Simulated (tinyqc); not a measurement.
Orbital energy against energy difference: ionisation energy by orbital energies and by energy differences in the 6-31g* basis, for BeH2, spin multiplicity 1. Computed by the program tinyqc with PySCF. The cation is unrestricted; errors are against CCSD(T) in this basis, not against experiment.

Geometry (angstrom):
```
atom,x,y,z
Be,0.0000,0.0000,0.0000
H,0.0000,1.2840,0.0000
H,0.0000,-1.2840,0.0000
```

CCSD(T) difference in the same basis = 11.7859 eV

IP-EOM-CCSD = 11.8392 eV

First vertical ionisation energy (eV):
```
method,-e(HOMO),E(cation) - E,error of -e(HOMO),error of the difference
HF,12.279,11.45695,0.493,-0.329
LDA,7.404,11.70796,-4.382,-0.078
PBE,7.422,11.73004,-4.364,-0.056
B3LYP,8.629,11.98393,-3.157,0.198
PBE0,8.817,11.91721,-2.969,0.131
CAM-B3LYP,10.323,12.08060,-1.463,0.295
LC-wPBE,11.804,12.23660,0.018,0.451
```

What does the comparison show, and why?

Koopmans errs by +0.49 eV and Delta-HF by -0.33 eV: relaxation, 0.82 eV, lowers the value and the missing correlation difference works against it. The PBE level is off by -4.4 eV through the wrong tail of its potential, though its energy difference is off by -0.06 eV; exact exchange deepens the level, and among the orbital energies LC-wPBE comes closest; among the differences PBE does.
